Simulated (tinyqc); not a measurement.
Phonon-assisted absorption at an indirect gap: one step. The four branches at one energy. Three cases, with inputs chosen for the exercise.

Problem. Evaluate the occupations and each term.

alpha(E) = sum_j A_j [N_j (E - Eg + w_j)^2 + (N_j + 1)(E - Eg - w_j)^2], each bracket counted only where its base is positive; N_j = 1/(exp(w_j/kB T) - 1). The first term absorbs a phonon and the second emits one; excitons and direct transitions are left out.

Constants: kB = 8.617333262e-05 eV/K.

Give: N_j; terms with phonon absorption; terms with phonon emission; alpha; wavelength hc/E (hc = 1239.841984 eV nm).

Case 1.

Values chosen (loosely those of Si at room temperature; Eg is not tied to T; shifted at random, so the results belong to these values and not to a real crystal):
- Eg = 1.121 eV (indirect gap, held fixed unless listed)
- w = (56.9, 18.3) meV (two zone-edge phonons)
- A = (3100, 750) 1/(cm eV^2) (their strengths)
- T = 400 K
- E = 1.291 eV (photon energy)

Solution.

N_j: [0.2375, 1.428]

terms with phonon absorption (1/cm): [37.90, 37.96]

terms with phonon emission (1/cm): [49.07, 41.90]

alpha = 166.8 1/cm
wavelength hc/E (hc = 1239.841984 eV nm) = 960.4 nm

Phonon absorption supplies 45.5 % of alpha; the depth 1/alpha is 59.9 micrometre.

Case 2.

Values chosen (loosely those of Si at room temperature; Eg is not tied to T; shifted at random, so the results belong to these values and not to a real crystal):
- Eg = 1.098 eV (indirect gap, held fixed unless listed)
- w = (57.3, 18.9) meV (two zone-edge phonons)
- A = (3200, 440) 1/(cm eV^2) (their strengths)
- T = 400 K
- E = 1.382 eV (photon energy)

Solution.

N_j: [0.2341, 1.369]

terms with phonon absorption (1/cm): [87.26, 55.28]

terms with phonon emission (1/cm): [203.0, 73.26]

alpha = 418.8 1/cm
wavelength hc/E (hc = 1239.841984 eV nm) = 897.1 nm

Phonon absorption supplies 34.0 % of alpha; the depth 1/alpha is 23.9 micrometre.

Case 3.

Values chosen (loosely those of Si at room temperature; Eg is not tied to T; shifted at random, so the results belong to these values and not to a real crystal):
- Eg = 1.125 eV (indirect gap, held fixed unless listed)
- w = (59.5, 18.6) meV (two zone-edge phonons)
- A = (3400, 740) 1/(cm eV^2) (their strengths)
- T = 400 K
- E = 1.358 eV (photon energy)

Solution.

N_j: [0.2165, 1.398]

terms with phonon absorption (1/cm): [62.98, 65.48]

terms with phonon emission (1/cm): [124.5, 81.57]

alpha = 334.5 1/cm
wavelength hc/E (hc = 1239.841984 eV nm) = 913.0 nm

Phonon absorption supplies 38.4 % of alpha; the depth 1/alpha is 29.9 micrometre.

Computed by tinyqc, one run a case: `OMP_NUM_THREADS=1 python tinyqc.py N N+1 out.jsonl` with N = 1681845, 1681910, 1681937; one thread of a shared Intel(R) Xeon(R) Processor @ 2.30GHz, about 0.01 s a run at most.
